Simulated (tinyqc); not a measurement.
Worked calculation: RHF in the sto-6g basis, for H6, spin multiplicity 1. One step of it, computed by the program tinyqc.

Problem. Iteration 2: DIIS coefficients. Solve [B -1; -1 0][c; lambda] = [0; -1] for the coefficients, which sum to one.

B (overlaps of the stored error matrices):
```
               1              2
1  9.9765248e-03  6.7520954e-03
2  6.7520954e-03  1.9147905e-02
```

Give: DIIS coefficients.

Solution.

DIIS coefficients: 0.7936  0.2064
